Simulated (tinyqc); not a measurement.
Inside a calculation. Model: illuminated p-n diode, drift-diffusion by the Gummel loop with Scharfetter-Gummel fluxes.

Numbers from tinyqc (`OMP_NUM_THREADS=1 python tinyqc.py 2240168 2240169 out.jsonl`; about 0.8 s on one thread of a shared Intel Xeon 2.30GHz). Printed values are rounded.

Abrupt junction at x = 0, p side from -Lp, n side to Ln, ohmic contacts. psi is counted from the intrinsic level; n = ni exp((psi - phin)/Vt), p = ni exp((phip - psi)/Vt). Contacts: p side psi = V - Vt ln(Na/ni), p = Na, n = ni^2/Na; n side psi = Vt ln(Nd/ni), n = Nd, p = ni^2/Nd. Constant mobilities, D = mu Vt, Boltzmann statistics, SRH recombination through a mid-gap level, U = (n p - ni^2)/(tp (n + ni) + tn (p + ni)). Current is positive from the p contact to the n contact.

Values chosen for this exercise; band and dielectric values close to those of In0.53Ga0.47As:
- T = 300 K (temperature)
- Eg = 0.746 eV (band gap)
- eps_r = 14 (relative permittivity)
- Nc = 2.07e17 cm^-3 (conduction-band density of states at T)
- Nv = 7.72e18 cm^-3 (valence-band density of states at T)
- Na = 2.5e16 cm^-3 (acceptor density of the p side)
- Nd = 2.1e16 cm^-3 (donor density of the n side)
- mun = 7000 cm^2/(V s) (electron mobility)
- mup = 270 cm^2/(V s) (hole mobility)
- tn = 2e-7 s (SRH lifetime of electrons)
- tp = 4e-10 s (SRH lifetime of holes)
- G = 2e20 cm^-3 s^-1 (uniform generation rate)
- V = 0.25 V (bias of the p contact)

Constants: q = 1.602176634e-19 C, kB = 1.380649e-23 J/K, Vt = kB T/q, eps0 = 8.8541878128e-14 F/cm where lengths are in cm. Results are converted to the units shown.

## Intrinsic density and built-in voltage

ni = sqrt(Nc Nv) exp(-Eg/(2 Vt)), Eg in volts; Vbi = Vt ln(Na Nd/ni^2).

ni = 6.84967e11 cm^-3
Vbi = 0.538644 V

## Round 1: Poisson equation

```
node	x (nm)	phin at the start (V)	phip at the start (V)
0	-1300	0.25	0.25
1	-921	0	0.25
2	-634	0	0.25
3	-417	0	0.25
4	-253	0	0.25
5	-129	0	0.25
6	-35.5	0	0.25
7	35.5	0	0.25
8	155	0	0.25
9	355	0	0.25
10	690	0	0.25
11	1250	0	0.25
12	2200	0	0
```

With phin and phip held, solve a_i (psi_(i+1) - psi_i) - a_(i-1) (psi_i - psi_(i-1)) + q w_i (p_i - n_i + C_i) = 0 for the inner nodes by Newton steps to convergence; a_i = eps0 eps_r/h_i, h_i = x_(i+1) - x_i, w_i = (h_(i-1) + h_i)/2, C = -Na or +Nd.

```
node	psi (V)	n after Poisson (cm^-3)	p after Poisson (cm^-3)
0	-0.021576	1.87672e7	2.5e16
1	-0.021576	2.97310e11	2.50003e16
2	-0.021576	2.97310e11	2.50002e16
3	-0.021573	2.97350e11	2.49969e16
4	-0.021435	2.98938e11	2.48641e16
5	-0.018187	3.38953e11	2.19288e16
6	0.024629	1.77591e12	4.18536e15
7	0.214263	2.72350e15	2.72915e12
8	0.264514	1.90246e16	3.90696e11
9	0.267024	2.09644e16	3.54545e11
10	0.267068	2.10001e16	3.53942e11
11	0.267069	2.10004e16	3.53938e11
12	0.267068	2.1e16	2.23419e7
```

## Round 1: electron continuity

With psi and p held, F_i = (mun Vt/h_i) [n_(i+1) B(d_i) - n_i B(-d_i)], d_i = (psi_(i+1) - psi_i)/Vt, B(d) = d/(exp(d) - 1); solve F_i - F_(i-1) = w_i [(n_i p_i - ni^2)/den_i - G] for the new n, with den = tp (n + ni) + tn (p + ni) taken at the old n and p, h_i = x_(i+1) - x_i, w_i = (h_(i-1) + h_i)/2; phin = psi - Vt ln(n/ni).

```
node	new n (cm^-3)	phin after round 1 (V)
0	1.87672e7	0.250000
1	9.53188e10	0.029408
2	1.66432e11	0.014999
3	2.19624e11	0.007833
4	2.60742e11	0.003534
5	3.27530e11	0.000886
6	1.77354e12	0.000035
7	2.72341e15	0.000001
8	1.90240e16	0.000001
9	2.09639e16	0.000001
10	2.09997e16	0.000001
11	2.10000e16	0.000000
12	2.1e16	0.000000
```

## Round 1: hole continuity

With psi and the new n held, F_i = (mup Vt/h_i) [p_(i+1) B(-d_i) - p_i B(d_i)], d_i = (psi_(i+1) - psi_i)/Vt, B(d) = d/(exp(d) - 1); solve F_i - F_(i-1) = w_i [(n_i p_i - ni^2)/den_i - G] for the new p, with den = tp (n + ni) + tn (p + ni) taken at the new n and the old p, h_i = x_(i+1) - x_i, w_i = (h_(i-1) + h_i)/2; phip = psi + Vt ln(p/ni).

```
node	new p (cm^-3)	phip after round 1 (V)
0	2.5e16	0.250000
1	2.50000e16	0.250000
2	2.49997e16	0.249999
3	2.49962e16	0.249999
4	2.48632e16	0.249999
5	2.19279e16	0.249999
6	4.18514e15	0.249999
7	2.71831e12	0.249897
8	3.59499e11	0.247849
9	2.48368e11	0.240799
10	1.63259e11	0.229996
11	9.27392e10	0.215376
12	2.23419e7	0.000000
```

## Course of the Gummel loop

Stop when phin and phip change by less than 1e-8 V, or after 80 rounds. J = Jn at the p contact + Jp at the n contact + q sum w_i U_i - q G sum w_i over the inner nodes, which avoids differences of large majority fluxes: Jn = (q mun Vt/h_0)[n_1 B(d_0) - n_0 B(-d_0)], Jp = (q mup Vt/h_last)[p_(N-1) B(d_last) - p_N B(-d_last)], d_i = (psi_(i+1) - psi_i)/Vt, B(d) = d/(exp(d) - 1), w_i = (h_(i-1) + h_i)/2.

Course of the iteration:
```
round	J (A/cm^2)	largest change of phin, phip (V)
1	0.0817812	0.0346
2	0.0817538	1.12e-4
3	0.0817538	2.10e-7
4	0.0817538	4.06e-10
```

Converged in 4 rounds.

## Recombination and current

```
node	converged psi (V)	converged n (cm^-3)	converged p (cm^-3)
0	-0.021576	1.87672e7	2.5e16
1	-0.021576	9.53173e10	2.50001e16
2	-0.021576	1.66428e11	2.50001e16
3	-0.021573	2.19618e11	2.49969e16
4	-0.021436	2.60733e11	2.48641e16
5	-0.018188	3.27517e11	2.19288e16
6	0.024628	1.77348e12	4.18527e15
7	0.214263	2.72342e15	2.71828e12
8	0.264515	1.90245e16	3.59434e11
9	0.267025	2.09643e16	2.48142e11
10	0.267069	2.09999e16	1.62861e11
11	0.267069	2.10001e16	9.23378e10
12	0.267068	2.1e16	2.23419e7
```

U_i as defined. J = Jn at the p contact + Jp at the n contact + q sum w_i U_i - q G sum w_i over the inner nodes, which avoids differences of large majority fluxes: Jn = (q mun Vt/h_0)[n_1 B(d_0) - n_0 B(-d_0)], Jp = (q mup Vt/h_last)[p_(N-1) B(d_last) - p_N B(-d_last)], d_i = (psi_(i+1) - psi_i)/Vt, B(d) = d/(exp(d) - 1), w_i = (h_(i-1) + h_i)/2.

U, node 0 to 12 (cm^-3 s^-1): 0  4.76480e17  8.32024e17  1.09796e18  1.30353e18  1.63743e18  8.86540e18  4.18154e21  8.74489e20  6.06776e20  3.99028e20  2.26588e20  0
Jn at the p contact = 0.0729043 A/cm^2
Jp at the n contact = 0.00108673 A/cm^2
recombination = 0.0168487 A/cm^2
generation = 0.00908594 A/cm^2
J = 0.0817538 A/cm^2

A 500-node mesh gives J = 0.07818 A/cm^2; this mesh differs from it by 0.0036 A/cm^2 (4.6 %).
